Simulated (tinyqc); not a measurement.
Valley splitting plane by plane: thin (001) film in sp3s* tight binding with raised dangling bonds.

Planes alternate anion (a), cation (c) along [001], a/4 apart, starting with an anion; zero in-plane momentum; levels counted from the bulk Ev, the lower root of [[Epa, Vxx], [Vxx, Epc]]; no spin-orbit coupling. Block of s, pz, s*: from an anion to the cation above, Vss/2 (s,s), Vsapc/2 (s,z), -Vscpa/2 (z,s), Vxx/2 (z,z), Vxapc/2 (s*,z), -Vpaxc/2 (z,s*); to the cation below the same with the s-z and s*-z signs reversed. Block of u = (px + py)/sqrt2 and v = (px - py)/sqrt2: to the cation above (Vxx + Vxy)/2 for u and (Vxx - Vxy)/2 for v, to the cation below the reverse. Each surface atom has two dangling sp3 hybrids; raising both by dl adds (dl/2) [[1, t], [t, 1]] to its s, pz levels (t = -1 at the bottom face, +1 at the top) and dl to the one of u, v in whose plane the missing bonds lie (v for a bottom anion or a top cation, u for a top anion).

Inputs chosen for the exercise (out of a larger set: near a published set for Si, fitted to gaps, whose masses and valley positions are rough; not measured data): p = (-4.217, 1.726, -4.217, 1.726, 6.62, 6.62, -8.256, 1.721, 4.588, 5.771, 5.771, 5.404, 5.404) eV (order Esa, Epa, Esc, Epc, Exa, Exc, Vss, Vxx, Vxy, Vsapc, Vscpa, Vxapc, Vpaxc); dp = 30 eV (value of dl for the passivated films); N0 = 19 (first number of planes).

edges (eV): Gamma 3.44200, Delta 1.14774

kz of the minimum = 0.73092 2 pi/a

Ten passivated films from N0 planes on; the phase is N pi k0/2 modulo pi, k0 the position of the bulk minimum.

Lowest doublet:
```
N   phase/pi  mean shift (meV)  splitting (meV)
19     0.944             68.88            7.600
20     0.309             62.45            5.955
21     0.675             56.84            1.447
22     0.040             52.12            5.584
23     0.406             47.81            2.919
24     0.771             44.06            2.219
25     0.137             40.79            3.925
26     0.502             37.77            1.113
27     0.867             35.15            2.319
28     0.233             32.78            2.616
```

The splitting ranges from 1.11 meV (N = 26) to 7.60 meV (N = 19), while the mean shift goes from 69 to 33 meV and falls steadily. The splitting changes direction 5 times in these ten films, and one plane more changes it by up to 4.51 meV: it hangs on the phase between the two faces, which is why atomic steps matter.

Program tinyqc; command `OMP_NUM_THREADS=1 python tinyqc.py 1452612 1452613 out.jsonl`; about 0.4 s on one thread of a shared Intel(R) Xeon(R) Processor @ 2.30GHz.
